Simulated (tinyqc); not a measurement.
Cooling rate: nucleation and growth of vacancy voids in a cooling silicon-like crystal. Computed by tinyqc, a small Python program. Command: `OMP_NUM_THREADS=1 python tinyqc.py 3030088 3030089 out.jsonl voids walk`. One thread of a shared host (Intel(R) Xeon(R) Processor @ 2.30GHz), about 0.5 s of CPU time with the checks.

Spherical voids; vacancies are lost only to voids.

Inputs (values chosen for the exercise, for a model crystal):

| quantity | value | unit |
|---|---|---|
| vacancy density at the melting point C_m | 7.2e+14 | 1/cm^3 |
| formation energy E_f | 4.09 | eV |
| melting point T_m | 1685 | K |
| diffusion prefactor D0 | 0.00032 | cm^2/s |
| migration energy E_m | 0.4 | eV |
| site density rho | 5e+22 | 1/cm^3 |
| void surface energy gamma | 0.933 | J/m^2 |
| cooling rate q | 2.5 | K/min |
| vacancy excess C0 | 1.9e+14 | 1/cm^3 |
| temperature step | 0.2 | K |

Vacancy supply: given.

Constants: k_B = 8.617333262e-05 eV/K; k_B = 1.380649e-23 J/K.

Method:
- C = C0 as given.
- C_e = C_m exp[-(E_f/k_B)(1/T - 1/T_m)]; D = D0 exp(-E_m/(k_B T)); f = k_B T ln(C/C_e); r* = 2 gamma/(rho f); W* = 16 pi gamma^3/(3 rho^2 f^2); Z = f/sqrt(12 pi W* k_B T); I = rho Z (4 pi r* D C) exp(-W*/(k_B T)).
- March down from 1500 K in steps dT, dt = dT/q, with values at the upper end of each step: a class of I dt voids is born with r*; then all classes grow by r^2 += 2 D (C - C_e) dt/rho; C falls by the vacancies added to voids. Stop at 1150 K. T_n is the T of the largest I, N the final count (classes under 1e-6 /cm^3 are dropped), and the mean radius the number average.

initial excess C = 1.90e+14 1/cm^3

At fixed C:

| q (K/min) | T_n (K) | N (1/cm^3) | mean radius (nm) |
|---|---|---|---|
| 0.25 | 1429.0 | 1.4347e+05 | 183.72 |
| 0.62 | 1424.8 | 5.4843e+05 | 117.43 |
| 1.20 | 1421.6 | 1.4536e+06 | 84.82 |
| 2.50 | 1417.8 | 4.2940e+06 | 59.08 |
| 5.00 | 1414.0 | 1.1940e+07 | 41.99 |
| 10.00 | 1410.0 | 3.3191e+07 | 29.84 |
| 25.00 | 1404.2 | 1.2813e+08 | 19.01 |

What follows from these numbers?

Over the rows N goes as q^1.48 and the radius as q^-0.49, near the 3/2 and -1/2 of the scaling argument (depletion time 1/(4 pi N r D) equal to the time in the nucleation range, at fixed N r^3). T_n drops only 25 K for a factor 100 in q. Fast cooling gives many small voids, which an anneal can dissolve.

Extremes, crossings and ranges named in words are read from the listed rows.
